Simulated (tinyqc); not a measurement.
Inside a calculation: carrier statistics of a doped semiconductor with parabolic bands. Values are carried at full precision from step to step, so a last printed digit may differ when a step is redone from the rounded ones.

Constants: kB = 8.617333262e-05 eV/K; hbar^2/2m0 = 3.80998211 eV angstrom^2.

Values chosen for the exercise (near those of SiC; shifted at random, so the results belong to these values and not to a real crystal):
```
symbol  value     unit    meaning
Eg0     3.274     eV      gap at 0 K
al      0.000656  eV/K    Varshni alpha
be      1306      K       Varshni beta
T       500       K
ml      0.331     m0      longitudinal electron mass
mt      0.42      m0      transverse electron mass
Mv      3                 equivalent valleys
mhh     1.01      m0      heavy-hole mass
mlh     0.453     m0      light-hole mass
ND      1.7e+15   1/cm^3  donors
NA      5.3e+12   1/cm^3  acceptors
ED      0.0595    eV      donor level below Ec
EA      0.202     eV      acceptor level above Ev
```

## Gap and thermal energy

Eg(T) = Eg0 - al T^2/(T + be) (Varshni).

Eg = 3.18319 eV
kT = 0.043087 eV

The gap has shrunk by 90.8 meV from 0 K and is 73.9 kT wide.

## Effective densities of states

m_de = Mv^(2/3) (ml mt^2)^(1/3); m_dh = (mhh^(3/2) + mlh^(3/2))^(2/3); N = 2 (m kB T/(4 pi c))^(3/2) with c = hbar^2/2m0, in 1/angstrom^3; times 1e24 for 1/cm^3.

m_de = 0.8070 m0
m_dh = 1.2033 m0
Nc = 3.9141e+19 1/cm^3
Nv = 7.1268e+19 1/cm^3

The light holes supply 23.1 % of Nv, and Nc/Nv = 0.549.

## Intrinsic density and level

With Boltzmann statistics ni = sqrt(Nc Nv) exp(-Eg/2kT) and Ei = Eg/2 + (kT/2) ln(Nv/Nc), counted from Ev.

ni = 4.79e+03 1/cm^3
Ei = 1.6045 eV

Ei lies 12.9 meV above midgap, towards the band with the smaller density of states.

## Neutrality by bisection

Energies are counted from Ev, so Ec = Eg. n = Nc F_1/2((EF - Eg)/kT), p = Nv F_1/2(-EF/kT), ND+ = ND/(1 + 2 exp((EF - Eg + ED)/kT)), NA- = NA/(1 + 4 exp((EA - EF)/kT)); neutrality asks p + ND+ = n + NA-. F_j(eta) = (1/Gamma(j + 1)) integral_0^infinity x^j dx/(1 + exp(x - eta)), which tends to exp(eta) for eta << 0.

Start from the bracket [-0.2 eV, Eg + 0.2 eV]; at the midpoint EF take the sign of p + ND+ - n - NA-; where it is positive EF must rise. Fourteen steps are shown.

Bisection (eV, 1/cm^3):
```
step       low     high       EF         n         p       ND+       NA-  sign
1     -0.20000  3.38319  1.59160  3.55e+03  6.46e+03  1.70e+15  5.30e+12     +
2      1.59160  3.38319  2.48739  3.80e+12  6.04e-06  1.70e+15  5.30e+12     +
3      2.48739  3.38319  2.93529  1.24e+17  1.85e-10  1.66e+15  5.30e+12     -
4      2.48739  2.93529  2.71134  6.86e+14  3.34e-08  1.70e+15  5.30e+12     +
5      2.71134  2.93529  2.82332  9.23e+15  2.48e-09  1.70e+15  5.30e+12     -
6      2.71134  2.82332  2.76733  2.52e+15  9.11e-09  1.70e+15  5.30e+12     -
7      2.71134  2.76733  2.73934  1.31e+15  1.74e-08  1.70e+15  5.30e+12     +
8      2.73934  2.76733  2.75333  1.82e+15  1.26e-08  1.70e+15  5.30e+12     -
9      2.73934  2.75333  2.74634  1.55e+15  1.48e-08  1.70e+15  5.30e+12     +
10     2.74634  2.75333  2.74983  1.68e+15  1.37e-08  1.70e+15  5.30e+12     +
11     2.74983  2.75333  2.75158  1.75e+15  1.31e-08  1.70e+15  5.30e+12     -
12     2.74983  2.75158  2.75071  1.71e+15  1.34e-08  1.70e+15  5.30e+12     -
13     2.74983  2.75071  2.75027  1.69e+15  1.35e-08  1.70e+15  5.30e+12     -
14     2.74983  2.75027  2.75005  1.69e+15  1.36e-08  1.70e+15  5.30e+12     +
```

Each step halves the bracket, which is 0.437 meV wide at the last row.

## The neutral state

Solve the neutrality condition for EF to convergence.

EF = 2.7503 eV
n = 1.69e+15 1/cm^3
p = 1.35e-08 1/cm^3
ND+ = 1.70e+15 1/cm^3
NA- = 5.30e+12 1/cm^3

The material is n-type; 100.0 % of the donors are ionised. EF lies 10.05 kT inside the gap from the conduction edge, so Boltzmann statistics would serve; n p/(Nc Nv exp(-Eg/kT)) = 1.000.

## Checks

- F_1/2(1) by the trapezoid rule against adaptive quadrature: both 1.575641.
- Positive against negative charge at the solution (1/cm^3): both 1.69941e+15.

Run: tinyqc, `OMP_NUM_THREADS=1 python tinyqc.py 1682399 1682400 out.jsonl`; Intel(R) Xeon(R) Processor @ 2.30GHz, one thread, shared host; about 0.01 s of CPU time with all checks.
